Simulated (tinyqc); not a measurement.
# Via and link resistance from two via chains

Question. A chain of 1000 vias joined by 1000 metal links has R = 1000 (Rv + Rlink), with Rlink proportional to the link length. Find Rv, Rlink for length L, and the value of Rv that the short chain would give if the links were ignored.

resistance of chains of 1000 links with link lengths L and 3 L (ohm): [13500, 16500]

Solution. R per link is a straight line in the link length; its intercept at zero length is Rv.

Rv = 12.0 ohm
Rlink = 1.50 ohm
Rv without correction = 13.5 ohm

Numbers from tinyqc (`OMP_NUM_THREADS=1 python tinyqc.py 2750136 2750137 out.jsonl`; about 0.01 s on one thread of a shared Intel Xeon 2.30GHz).
